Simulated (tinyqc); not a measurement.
Plane-wave Kohn-Sham cycle with exchange-only LDA in a layered model solid, step by step. One step of it, computed by the program tinyqc.

Question. Iteration 2: levels at that k. Diagonalise the Hermitian matrix.

H (hartree), order -2, -1, +0, +1, +2:
$$\begin{pmatrix}
0.313843 & -0.395310 & 0.000564 & -0.000265 & -0.000078 \\
-0.395310 & -0.089566 & -0.395310 & 0.000564 & -0.000265 \\
0.000564 & -0.395310 & -0.199587 & -0.395310 & 0.000564 \\
-0.000265 & 0.000564 & -0.395310 & -0.016219 & -0.395310 \\
-0.000078 & -0.000265 & 0.000564 & -0.395310 & 0.460538
\end{pmatrix}$$

Give: eigenvalues.

Answer.

eigenvalues (hartree): [-0.755, -0.287, 0.155, 0.599, 0.757]
